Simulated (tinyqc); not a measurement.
The 3-omega method: a line heater on a substrate with a thin film: one step, computed by the program tinyqc. Command: `OMP_NUM_THREADS=1 python tinyqc.py 3019451 3019452 out.jsonl threeomega walk`. One thread of a shared host (Intel(R) Xeon(R) Processor @ 2.30GHz), about 0.01 s of CPU time with the checks.

A current at angular frequency omega = 2 pi f heats the line at 2 omega with the amplitude P per length; the temperature swing Delta T at 2 omega gives a voltage at 3 omega. The substrate is taken as semi-infinite and isotropic, and the heat capacity of heater and film is left out.

Task: Penetration depth. D = kappa/C; q = sqrt(2 i omega/D); penetration depth 1/|q| = sqrt(D/(2 omega)).

Inputs (values chosen for the exercise, modelled on a phase-change telluride on gallium oxide): substrate conductivity kappa = 23.1 W/(m K); substrate heat capacity C = 3.29 1e6 J/(m^3 K); heater half-width b = 5.1 micrometre; current frequency f = 360 Hz; substrate thickness d_s = 725 micrometre.

Give: diffusivity D; penetration depth; |q| b; penetration depth / d_s.

Result:

diffusivity D = 7.0213 mm^2/s

penetration depth = 39.396 micrometre

|q| b = 0.12945

penetration depth / d_s = 0.054339
